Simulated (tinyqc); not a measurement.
# The trial binding against the radius

Model: donor or exciton in a quantum well (variational effective-mass method). Computed by tinyqc, a small Python program. Command: `OMP_NUM_THREADS=1 python tinyqc.py 3013564 3013565 out.jsonl welldonor sweep`. One thread of a shared host (Intel(R) Xeon(R) Processor @ 2.30GHz), about 0.2 s of CPU time with the checks.

H = -nabla^2 - 2/|r - r_i| + V(z) in effective units; trial function psi = f(z) exp(-|r - r_i|/lambda), f the ground state of the well. Mass and screening are the same in well and barrier; l = L/a* is the width in effective units. Bands are flat: no polarisation or applied field.

Inputs (values chosen for the exercise, modelled on InP):
```
quantity,value,unit
electron mass m,0.0762,m_0
dielectric constant eps,12.1,-
well width L,12,nm
donor position z_i/L from the centre,0.2,-
barrier height V_0,0.23,eV
```

Centre: donor. Barriers: finite.

Constants: Ry = 13.605693123 eV; a_0 = 0.529177210903 angstrom.

Method:
- Ry* = Ry m/eps^2, a* = a_0 eps/m; l = L/a*.
- k solves k tan(k l/2) = sqrt(v - k^2), v = V_0/Ry*, 0 < k l/2 < pi/2 (bisection); f = cos(k z) inside and cos(k l/2) exp(-kappa (|z| - l/2)) outside, kappa = sqrt(v - k^2); subband energy k^2 Ry*.
- Binding E_b(lambda) = -1/lambda^2 + 4 A/(lambda B), with A = int f^2 exp(-2 s/lambda) dz, B = int f^2 exp(-2 s/lambda)(1 + 2 s/lambda) dz and s = |z - z_i|; 40 Gauss-Legendre points on each piece between the walls at z = -l/2 and l/2 and z_i, and out to 12/(kappa + 1/lambda) beyond the walls.

One run for each value:
```
trial radius lambda (a*),E_b(lambda) (Ry*),B (a*)
0.4,-0.6859,0.48546
0.8,1.6049,0.68910
1.0,1.6613,0.74022
1.2,1.6146,0.77503
1.4,1.5362,0.79965
1.6,1.4509,0.81766
1.8,1.3677,0.83120
2.0,1.2898,0.84162
```

Give the missing row, trial radius lambda (a*) = 0.6.

Computed row:
```
trial radius lambda (a*)  E_b(lambda) (Ry*)   B (a*)
0.6                                  1.2007  0.61067
```

Interpolating between the two neighbouring rows (linearly) misses most in E_b(lambda) (Ry*), by 62 %. Over the rows, E_b(lambda) (Ry*) goes from -0.686 through a maximum among these rows, 1.66 at 1.00, to 1.29; B (a*) rises from 0.485 to 0.842 (exponent d ln y / d ln x 0.57 between the first rows and 0.12 between the last). A small radius costs kinetic energy as 1/lambda^2 and a large one loses attraction.

Extremes, crossings and ranges named in words are read from the listed rows.
